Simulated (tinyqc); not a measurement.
Inside a calculation. Method: tight binding, dimerised chain. One step of it, computed by the program tinyqc.

Task: Open chain of 5 cells. The same hoppings without the wrap-around bond.

H of the open chain (eV), lower triangle:
```
            1          2          3          4          5          6          7          8
1    0.480000
2   -0.670000  -0.480000
3    0.000000  -1.450000   0.480000
4    0.000000   0.000000  -0.670000  -0.480000
5    0.000000   0.000000   0.000000  -1.450000   0.480000
6    0.000000   0.000000   0.000000   0.000000  -0.670000  -0.480000
7    0.000000   0.000000   0.000000   0.000000   0.000000  -1.450000   0.480000
8    0.000000   0.000000   0.000000   0.000000   0.000000   0.000000  -0.670000  -0.480000
9    0.000000   0.000000   0.000000   0.000000   0.000000   0.000000   0.000000  -1.450000
10   0.000000   0.000000   0.000000   0.000000   0.000000   0.000000   0.000000   0.000000

            9         10
9    0.480000
10  -0.670000  -0.480000
```

Give: levels; weights of the highest filled level on the sites.

Result:

levels (eV): -2.0964  -1.8735  -1.5348  -1.1468  -0.4806  0.4806  1.1468  1.5348  1.8735  2.0964

weights of the highest filled level on the sites: 0.0005  0.0010  0.0001  0.0070  0.0000  0.0353  0.0000  0.1678  0.0000  0.7882

The bulk gap runs from -0.9159 to 0.9159 eV; 2 level(s) of this chain lie inside it: end states, which need the weaker bond inside the cell and a chain longer than their decay length.
